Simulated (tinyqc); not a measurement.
A run and its error bars: classical Heisenberg spin chain: exact results, Metropolis, heat-bath and over-relaxation steps, and a Monte Carlo run. Computed by tinyqc, a small Python program. Command: `OMP_NUM_THREADS=1 python tinyqc.py 3130293 3130294 out.jsonl heismc walk`. One thread of a shared host (Intel(R) Xeon(R) Processor @ 2.30GHz), about 0.2 s of CPU time with the checks.

E = -J sum_i s_i . s_(i+1) for unit vectors s_i on an open chain; K = J/(k_B T).

Inputs (values chosen for the exercise, for a model chain of large moments):
```
quantity                     value  unit
coupling J                     -27   meV
temperature T                  473     K
moment mu                      4.5  mu_B
length N of the open chain      12     -
seed                        854831     -
```

Update: Metropolis.

Constants: k_B = 8.617333262e-05 eV/K; mu_B = 5.7883818060e-05 eV/T.

Method:
- Each bond angle is independent, so u = <s_i . s_(i+1)> = coth K - 1/K, <s_i . s_(i+n)> = u^n, correlation length xi = -1/ln|u|, energy per bond -J u, heat capacity per bond c/k_B = 1 - K^2/sinh^2 K, and for the long chain chi = mu^2 (1 + u)/(3 k_B T (1 - u)) per spin.
- For N spins, <|sum s|^2>/N = (1 + u)/(1 - u) - 2 u (1 - u^N)/(N (1 - u)^2); the long chain has (1 + u)/(1 - u), chi over the Curie value, and the difference is relative to it.
- From the ordered state (alternating for J < 0), with trial spins uniform on the sphere, 200 sweeps are discarded and 1600 recorded (even and odd sites in turn; random numbers not printed, so these rows are one sample). Errors are the scatter of block means over sqrt(number of blocks).

K = -0.662414

u = -0.214604

<|sum s|^2>/N = 0.670872

Blocking:
```
block length  mean bond product      error  <|sum s|^2>/N     error
1                      -0.21243  0.0043466        0.66264  0.013368
4                      -0.21243  0.0054065        0.66264  0.014358
16                     -0.21243  0.0064249        0.66264  0.015127
40                     -0.21243  0.0065560        0.66264  0.017330
80                     -0.21243  0.0073973        0.66264  0.015903
```

What follows from these numbers?

With blocks of 40 the bond product is 0.3 error bars from the exact u = -0.2146, and <|sum s|^2>/N is 0.5 from the exact 0.671. Blocking to 40 changes the two errors by factors 1.5 and 1.3, because successive sweeps are correlated. 73 % of the trial spins are accepted.
